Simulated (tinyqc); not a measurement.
Elastic strain and critical thickness of a cubic alloy layer A(1-x)B(x) on a thick substrate. Changing the layer thickness h. Computed by tinyqc, a small Python program. Command: `OMP_NUM_THREADS=1 python tinyqc.py 3007767 3007768 out.jsonl misfit sweep`. One thread of a shared host (Intel(R) Xeon(R) Processor @ 2.30GHz), about 0.01 s of CPU time with the checks.

Strain is positive in tension. The layer is coherent with the substrate unless said otherwise.

Inputs (values chosen for the exercise, modelled on In(1-x)Ga(x)P on GaAs):
```
quantity,value,unit
fraction x of B,0.74,-
lattice constant a_A,5.869,angstrom
lattice constant a_B,5.451,angstrom
substrate lattice constant a_S,5.653,angstrom
start of the iteration h0/b,100,-
```

Growth plane: (001). Layer: uncapped. Misfit dislocation: edge.

C11, C12, C44 of A (GPa): [99.23, 57.17, 45.91]

C11, C12, C44 of B (GPa): [138.5, 61.52, 71.11]

Method:
- a = (1 - x) a_A + x a_B, the same rule for each C_ij; misfit f = (a_S - a)/a, the in-plane strain of the coherent layer.
- (001): D = 2 C12/C11, M = C11 + C12 - 2 C12^2/C11. The free surface carries no normal stress, so e_perp = -D f; dV/V = 2 f + e_perp; stress = M f; energy per area = M f^2 h (1 GPa nm = 1 J/m^2).
- Voigt averages: G = (C11 - C12 + 3 C44)/5, B = (C11 + 2 C12)/3, nu = (3 B - 2 G)/(2 (3 B + G)); b = a/sqrt(2). Edge dislocation with b in the interface: cos alpha = 0, cos lambda = 1.
- Matthews-Blakeslee: h_c = A [ln(h_c/b) + 1], A = b (1 - nu cos^2 alpha)/(8 pi |f| (1 + nu) cos lambda), the factor 8 pi being that of an uncapped layer.
- Start at h0, put the right side back in, and stop when the change is below 1e-9 h or h turns negative.
- For h > h_c the same force balance gives the strain left, |e| = |f| A [ln(h/b) + 1]/h, and below h_c e = f; relaxation = 1 - e/f; dislocations per length across each line direction = (|f| - |e|)/(b cos lambda).

One run for each value:
```
layer thickness h (nm),strain left e,relaxation (%),dislocation line density (1/micrometre),strain energy per area (J/m^2)
2,0.016573,1.265,0.540,7.4281e-02
4.3,0.009955,40.694,17.375,1.5971e-01
9.3,0.005649,66.343,28.326,3.4541e-01
20,0.003110,81.472,34.785,7.4281e-01
43,0.001671,90.044,38.445,1.5971e+00
93,0.000877,94.773,40.465,3.4541e+00
200,0.000456,97.282,41.536,7.4281e+00
430,0.000235,98.602,42.099,1.5971e+01
930,0.000119,99.291,42.394,3.4541e+01
2000,0.000060,99.642,42.543,7.4281e+01
```

Over the rows, strain left e falls from 0.0166 to 6.02e-5 (exponent d ln y / d ln x -0.67 between the first rows and -0.89 between the last); relaxation (%) rises from 1.27 to 99.6 (exponent d ln y / d ln x 4.5 between the first rows and 0.0046 between the last); dislocation line density (1/micrometre) rises from 0.540 to 42.5 (exponent d ln y / d ln x 4.5 between the first rows and 0.0046 between the last). The exponent of strain energy per area stays at 1: the energy density is uniform. The energy column is that of the coherent layer.

Caution (all rows): an edge dislocation with b in the interface cannot reach it by glide, so the force balance is formal for it. Caution (all rows): a critical thickness of a few Burgers vectors is outside continuum elasticity and hangs on the core term.

Extremes, crossings and ranges named in words are read from the listed rows.
